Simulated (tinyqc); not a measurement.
Shallow acceptor in the spherical model (Baldereschi-Lipari), strong spin-orbit limit: one step, computed by the program tinyqc. Command: `OMP_NUM_THREADS=1 python tinyqc.py 3002766 3002767 out.jsonl acceptor walk`. One thread of a shared host (Intel(R) Xeon(R) Processor @ 2.30GHz), about 0.01 s of CPU time with the checks.

The 1S(3/2) state has an s envelope f(r) and a d envelope g(r). In effective units they obey -(f'' + 2f'/r + 2f/r) + mu (g'' + 5g'/r + 3g/r^2) = E f and -(g'' + 2g'/r - 6g/r^2 + 2g/r) + mu (f'' - f'/r) = E g. The cubic term, the split-off band and the central cell are left out.

Task: Matrices in a small basis. zeta_i = zeta_1 beta^(i-1), i = 1..n, in both channels. Basis: f_i = exp(-zeta_i r), g_i = r exp(-zeta_i r), weight r^2 dr, s = zeta_i + zeta_j. S_ff = 2/s^3, H_ff = zeta_i zeta_j S_ff - 2/s^2; S_gg = 24/s^5, H_gg = 8/s^3 + 24 zeta_i zeta_j/s^5 - 12/s^4; H(f_i, g_j) = mu (6 zeta_i^2/s^4 + 2 zeta_i/s^3); S_fg = 0. Each function is normalised by sqrt(S_ii).

Inputs (values chosen for the exercise, modelled on GaSb): functions per channel n = 1; smallest exponent zeta_1 = 0.88 1/a*; ratio beta of exponents = 2.3.

mu = 0.8234586

Give: H; S.

Result:

H (Ry*):
```
         f1       g1
f1  -0.9856  0.92042
g1  0.92042  0.92693
```

S:
```
    f1  g1
f1   1   0
g1   0   1
```
